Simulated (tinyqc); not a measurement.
Inside a calculation. Model: the 3-omega method: a line heater on a substrate with a thin film. Computed by tinyqc, a small Python program that keeps every step. Command: `OMP_NUM_THREADS=1 python tinyqc.py 3018182 3018183 out.jsonl threeomega walk`. One thread of a shared host (Intel(R) Xeon(R) Processor @ 2.30GHz), about 0.01 s of CPU time with the checks. Intermediate numbers are printed to about 7 digits and carried at full precision; extremes and crossings named in words are read from the listed rows.

A current at angular frequency omega = 2 pi f heats the line at 2 omega with the amplitude P per length; the temperature swing Delta T at 2 omega gives a voltage at 3 omega. The substrate is taken as semi-infinite and isotropic, and the heat capacity of heater and film is left out.

Inputs (values chosen for the exercise, modelled on a silicon-germanium alloy on sapphire): substrate conductivity kappa = 33.2 W/(m K); substrate heat capacity C = 3.19 1e6 J/(m^3 K); heater half-width b = 11 micrometre; power amplitude per length P = 37 W/m; current frequency f = 49 Hz; film thickness t = 68 nm; film conductivity kappa_f = 4.5 W/(m K); interface resistance R_i = 5.2 m^2 K/GW; substrate thickness d_s = 525 micrometre; temperature coefficient of resistance beta = 2.7 1e-3/K; voltage amplitude V_1 = 2.3 V.

## Penetration depth

D = kappa/C; q = sqrt(2 i omega/D); penetration depth 1/|q| = sqrt(D/(2 omega)).

diffusivity D = 10.40752 mm^2/s

penetration depth = 130.0082 micrometre

|q| b = 0.08461005

penetration depth / d_s = 0.2476347

Caution: the penetration depth exceeds a fifth of the substrate thickness, so the back face is felt and the semi-infinite formula fails.

## Temperature swing of the bare substrate

Delta T_s = (P/(pi kappa)) int_0^infinity (sin x/x)^2 / sqrt(x^2 + (q b)^2) dx with (q b)^2 = i |q b|^2, averaged over the heater width (12 Gauss-Legendre points on each of the pieces 0, 14 log-spaced edges from 1e-5 to 1, and multiples of pi to 40 pi; the tail adds 1/(4 (40 pi)^2)). For |q| b much below 1: Delta T_s = (P/(pi kappa)) [-ln(|q| b) + eta - i pi/4], eta = 3/2 - C_E = 0.92278, with Euler's C_E = 0.5772157.

in-phase Delta T_s = 1.203792 K

out-of-phase Delta T_s = -0.2771430 K

in-phase, narrow-line form = 1.203461 K

out-of-phase, narrow-line form = -0.2786145 K

The narrow-line form misses the in-phase part by -0.03 % and the out-of-phase part by +0.5 % at |q| b = 0.085.

## The film adds a constant step

One-dimensional flow across the film: Delta T_f = P (t/kappa_f + R_i)/(2 b); total in-phase swing Delta T = Delta T_s + Delta T_f; third-harmonic amplitude V_3 = V_1 beta |Delta T|/2 with the out-of-phase part included; the apparent film conductivity is t/(t/kappa_f + R_i).

Delta T_f = 0.03415960 K

total in-phase swing = 1.237952 K

V_3 = 3.938986 mV

apparent film conductivity = 3.347921 W/(m K)

film share of the in-phase swing = 0.02759365

The interface lowers the apparent conductivity by 26 %. The film is a small part of the signal: an error of 1 % in Delta T_s becomes 35 % in the film resistance.

## Conductivity from the slope

Take the in-phase swing at f and at 2f; in the narrow-line limit kappa = P ln 2/(2 pi [Delta T(f) - Delta T(2f)]), whatever the film and the heater width.

in-phase Delta T_s at 2f = 1.081177 K

kappa from the slope = 33.28920 W/(m K)

error of the slope method = 0.2686694 %

## The window of frequencies

The slope value uses each f and 2f: kappa = P ln 2/(2 pi [Delta T(f) - Delta T(2f)]).

Bare substrate; columns: (1) f (Hz); (2) penetration depth (micrometre); (3) |q| b; (4) in-phase (K); (5) out-of-phase (K); (6) narrow-line form (K); (7) kappa from the slope (W/(m K)):
```
(1)          (2)          (3)         (4)          (5)          (6)       (7)
0.068   3489.911  0.003151943    2.370577   -0.2786105     2.370577  33.20012
0.68    1103.607  0.009967319    1.962169   -0.2785815     1.962164  33.20125
6.8     348.9911   0.03151943    1.553797   -0.2783523     1.553751  33.21244
34      156.0736   0.07047959    1.268513   -0.2775399     1.268283  33.26199
140     76.91389    0.1430171    1.018194   -0.2750440     1.017252  33.45283
680     34.89911    0.3151943   0.7413957   -0.2658781    0.7369254  34.39296
2700    17.51406    0.6280667   0.5090323   -0.2436225    0.4923453  37.68799
14000   7.691389     1.430171   0.2703308   -0.1844643    0.2004264  54.04078
68000   3.489911     3.151943   0.1251004   -0.1071595  -0.07990045  111.1952
410000  1.421271     7.739552  0.05090998  -0.04794887   -0.3985748  273.7378
```

The slope gives kappa within 1 % up to |q| b = 0.14 (f = 140 Hz) among these rows. The penetration depth stays under d_s/5 = 105 micrometre from f = 140 Hz up, so that row alone meets both conditions. At high f the flow turns one-dimensional: in-phase and out-of-phase parts become equal in size (ratio 0.94 in the last row) and fall as f^(-1/2) (exponent -0.50).

Checks made by the program: narrow-line limit at |q| b = 0.002 (relative difference 7e-07).
